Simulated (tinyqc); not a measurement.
Plane-wave Kohn-Sham cycle with exchange-only LDA in a layered model solid, step by step. One step of it, computed by the program tinyqc.

Problem. Iteration 2: levels at that k. Diagonalise the Hermitian matrix.

H (hartree):
```
,-3,-2,-1,+0,+1,+2,+3
-3,1.229314,-0.138448,0.044180,0.000067,0.000554,0.000056,0.000260
-2,-0.138448,0.398609,-0.138448,0.044180,0.000067,0.000554,0.000056
-1,0.044180,-0.138448,-0.099814,-0.138448,0.044180,0.000067,0.000554
+0,0.000067,0.044180,-0.138448,-0.265955,-0.138448,0.044180,0.000067
+1,0.000554,0.000067,0.044180,-0.138448,-0.099814,-0.138448,0.044180
+2,0.000056,0.000554,0.000067,0.044180,-0.138448,0.398609,-0.138448
+3,0.000260,0.000056,0.000554,0.000067,0.044180,-0.138448,1.229314
```

Give: eigenvalues.

Solution.

eigenvalues (hartree): -0.3837  -0.1774  0.0038  0.4059  0.4313  1.2546  1.2557
